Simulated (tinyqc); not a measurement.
# Thin-film transistor with exponential tail and deep states, accumulation layer, step by step

Program tinyqc, `OMP_NUM_THREADS=1 python tinyqc.py 2610039 2610040 out.jsonl`; Intel Xeon 2.30GHz, shared host, one thread, about 0.02 s. Printed values are rounded.

An undoped film in accumulation, thicker than the space-charge layer. With band bending psi the Fermi level lies E0 - psi below the band edge. Free electrons n = n0 exp(psi/Vt) carry the current; electrons in two exponential distributions of traps, a = a0 exp(psi/Va) and d = d0 exp(psi/Vp), do not. Linear regime, ohmic contacts, traps in equilibrium.

Inputs (values chosen for the exercise); values close to those of an organic semiconductor:
```
symbol   value        unit                                        meaning
T          290           K                                    temperature
eps_r      3.2                 relative permittivity of the semiconductor
Nc      8.9e19       cm^-3                     density of extended states
mb           3  cm^2/(V s)                                  band mobility
Nt      8.5e19       cm^-3                   total density of tail states
Tt         400           K         characteristic temperature of the tail
Nd        3e17       cm^-3                   total density of deep states
Td        1390           K  characteristic temperature of the deep states
E0        0.54          eV           bulk Fermi level below the band edge
Ci          12     nF/cm^2                               gate capacitance
WL           5                                                  ratio W/L
Vd         0.1           V                                  drain voltage
Vg          23           V                   gate voltage above flat band
```

Constants: q = 1.602176634e-19 C, kB = 1.380649e-23 J/K, Vt = kB T/q, eps0 = 8.8541878128e-14 F/cm where lengths are in cm. Results are converted to the units shown.

Range of the model: The th form assumes a Fermi level far below the band edge; at the surface it overcounts the filled tail by a factor of about 1.5.

## Bulk densities

Va = kB Tt/q, Vp = kB Td/q; n0 = Nc exp(-E0/Vt), a0 = Nt th(T/Tt) exp(-E0/Va), d0 = Nd th(T/Td) exp(-E0/Vp), th(x) = pi x/sin(pi x).

Va = 0.03446933 V
Vp = 0.1197809 V
th(T/Tt) = 2.995314
n0 = 3.672615e10 cm^-3
a0 = 4.000928e13 cm^-3
d0 = 3.554473e15 cm^-3

## Iteration 1: surface potential by Newton steps

psi at the start = 0.44 V

Va = kB Tt/q, Vp = kB Td/q. G(psi) = sum over the three kinds of c0 [V (exp(psi/V) - 1) - psi], field F = sqrt(2 q G/(eps0 eps_r)); Vg = psi + eps0 eps_r F/Ci at the surface. f = psi + eps0 eps_r F/Ci - Vg, f' = 1 + q rho/(Ci F) with rho = sum c0 (exp(psi/V) - 1); psi(new) = psi - f/f'.

F = 779.8634 kV/cm
f = -4.146515 V
f' = 270.7665
psi after iteration 1 = 0.4553140 V

## Iteration 2: surface potential by Newton steps

As before.

F = 977.1071 kV/cm
f = 0.5259536 V
f' = 342.3308
psi after iteration 2 = 0.4537776 V

## Course of the iteration: surface potential by Newton steps

Stop when psi changes by less than 1e-10 V, or after 30 iterations. psi must stay between 0 and 5 V.

Course of the iteration:
```
iteration    psi (V)  |change| (V)
1          0.4553140        0.0153
2          0.4537776       1.54e-3
3          0.4537592       1.84e-5
4          0.4537592       2.61e-9
5          0.4537592       < 1e-14
```

Converged in 5 iterations. At the end the number of correct digits about doubles with each step.

## Free and total charge, current

psi_s = 0.4537592 V

Va = kB Tt/q, Vp = kB Td/q. G(psi) = sum over the three kinds of c0 [V (exp(psi/V) - 1) - psi], field F = sqrt(2 q G/(eps0 eps_r)); Vg = psi + eps0 eps_r F/Ci at the surface. Total charge Q = Ci (Vg - psi_s); free charge Qf = q times the integral of n0 (exp(psi/Vt) - 1)/F over psi from 0 to psi_s; I = (W/L) mb Qf Vd; effective mobility mb Qf/Q.

surface densities (cm^-3): free 2.822604e18, tail 2.085810e19, deep 1.570319e17
Q = 270.5549 nC/cm^2
Qf = 18.41350 nC/cm^2
effective mobility = 0.2041749 cm^2/(V s)
I = 27.62025 nA

6.81 % of the induced charge is free, against 11.8 % of the electrons right at the surface.
